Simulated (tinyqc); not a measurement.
# Screening length from the swing

Question. In a simple model of a Schottky-barrier transistor a barrier thinner than d = 4.5 nm is transparent, so the effective barrier is pn - psi (1 - exp(-d/lam)) and the swing beyond flat band is Vt ln 10/(1 - exp(-d/lam)). Find the thermionic swing, lam, and the effective barrier at psi = 0.2 V.

Values chosen for this exercise:
- T = 350 K (temperature)
- pn = 0.52 eV (barrier for electrons at both contacts)

Constants: q = 1.602176634e-19 C, kB = 1.380649e-23 J/K, Vt = kB T/q. Results are converted to the units shown.

swing in the tunnelling range = 83.200441 mV/decade

Solution. The ratio of the two swings is 1 - exp(-d/lam).

Vt ln 10 = 69.4 mV/decade
lam = 2.50 nm
effective barrier = 0.353 eV

tinyqc, about 0.09 s, one thread, Intel Xeon 2.30GHz (shared host): `OMP_NUM_THREADS=1 python tinyqc.py 2390126 2390127 out.jsonl`
